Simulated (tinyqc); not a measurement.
Stress in a transistor channel from embedded alloy regions, liners and fins, by half-space elasticity: one step, computed by the program tinyqc.

Plane strain in an isotropic half-space, the same constants everywhere; x along the channel from its centre, y downwards from the free surface; stress is positive in tension.

Problem. Closed form at the surface. At x = y = 0 the integral is s_xx = -(4/pi) [E e/(1 - nu)] [arctan(2 d/L) - arctan(d/(L/2 + S))].

Inputs (values chosen for the exercise, modelled on silicon):

| quantity | value | unit |
|---|---|---|
| Young's modulus E | 170 | GPa |
| Poisson ratio nu | 0.22 | - |
| channel length L | 118 | nm |
| length of each stressor S | 155 | nm |
| recess depth d | 45 | nm |

Stressor: Si(1-x)Ge(x) source and drain.

misfit e = 0.011475

Give: s_xx at the surface.

Solution.

s_xx at the surface = -1415 MPa

For fixed L and S it is largest at d = sqrt((L/2)(L/2 + S)) = 112.4 nm; d is short of that.
